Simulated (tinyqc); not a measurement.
Changing the reflectivity of the chamber walls r: rapid thermal processing of a wafer: radiative balance, ramp and cooling, pattern effects, pyrometer error and spike budget. Computed by tinyqc, a small Python program. Command: `OMP_NUM_THREADS=1 python tinyqc.py 3110512 3110513 out.jsonl rtp sweep`. One thread of a shared host (Intel(R) Xeon(R) Processor @ 2.30GHz), about 0.09 s of CPU time with the checks.

The wafer is opaque and uniform through its thickness unless said otherwise; temperatures in formulas are in kelvin (C + 273.15). sigma = 5.670374419e-12 W/(cm^2 K^4).

Inputs (values chosen for the exercise, modelled on a hot silicon wafer):

| quantity | value | unit |
|---|---|---|
| wafer thickness d | 625 | micrometre |
| heat capacity per volume C | 2.1 | J/(cm^3 K) |
| thermal conductivity k | 0.2 | W/(cm K) |
| emissivity eps of each face | 0.72 | - |
| gas heat-transfer coefficient h, both faces together | 1.4 | mW/(cm^2 K) |
| wall temperature T_w | 350 | K |
| process temperature | 643 | C |
| starting temperature | 500 | C |
| ramp rate | 280 | K/s |
| relative change of absorptivity over a pattern | 6.3 | % |
| period of the pattern | 2.2 | mm |
| activation energy of the process E_a | 2 | eV |

Constants: k_B = 8.617333262e-05 eV/K.

Method:
- Effective emissivity between parallel grey plates: eps_eff = 1/(1/eps + 1/(1 - r) - 1). Loss per area q(T) = 2 eps_eff sigma (T^4 - T_w^4) + h (T - T_w).
- Absorbed power during a ramp = q(T) + C d x ramp rate; thermal time constant tau = C d/(dq/dT), dq/dT = 8 eps_eff sigma T^3 + h; natural cooling rate q/(C d); front-to-back difference under one-sided heating at the end of the ramp = (absorbed power) d/(2 k).
- Cooling with the lamps off: C d dT/dt = -q(T), integrated adaptively (relative tolerance 1e-10).
- Spike anneal: linear ramp to the peak, then lamps off. Equivalent time at the peak = int exp(-(E_a/k_B)(1/T - 1/T_peak)) dt; estimate (k_B T^2/E_a)(1/ramp rate + 1/cooling rate). The ramp part uses 4000 trapezoid steps, the cooling part 4000 steps over 4 tau.
- Time within 50 K of the peak from the same curves.
- At steady state a sinusoidal change of absorbed power of relative amplitude a and period p gives the temperature amplitude a q/(dq/dT + k d (2 pi/p)^2); healing length l = sqrt(k d/(dq/dT)); process change = E_a dT/(k_B T^2). Emissivity is taken as unchanged.

One run for each value:

| reflectivity of the chamber walls r | holding power q (W/cm^2) | natural cooling rate (K/s) | equivalent time, total (s) | healing length l (mm) |
|---|---|---|---|---|
| 0.00 | 6.422 | 48.93 | 0.912 | 6.87 |
| 0.14 | 5.832 | 44.43 | 0.991 | 7.23 |
| 0.27 | 5.238 | 39.91 | 1.088 | 7.67 |
| 0.41 | 4.545 | 34.63 | 1.233 | 8.30 |
| 0.54 | 3.844 | 29.28 | 1.432 | 9.13 |
| 0.68 | 3.018 | 22.99 | 1.781 | 10.51 |
| 0.81 | 2.176 | 16.58 | 2.401 | 12.85 |
| 0.95 | 1.176 | 8.96 | 4.219 | 20.05 |

Describe and explain the trends.

Over the rows, holding power q (W/cm^2) falls from 6.42 to 1.18; natural cooling rate (K/s) falls from 48.9 to 8.96; equivalent time, total (s) rises from 0.912 to 4.22. Reflecting walls save power but slow the cooling, which lengthens the equivalent time of a spike.

Extremes, crossings and ranges named in words are read from the listed rows.
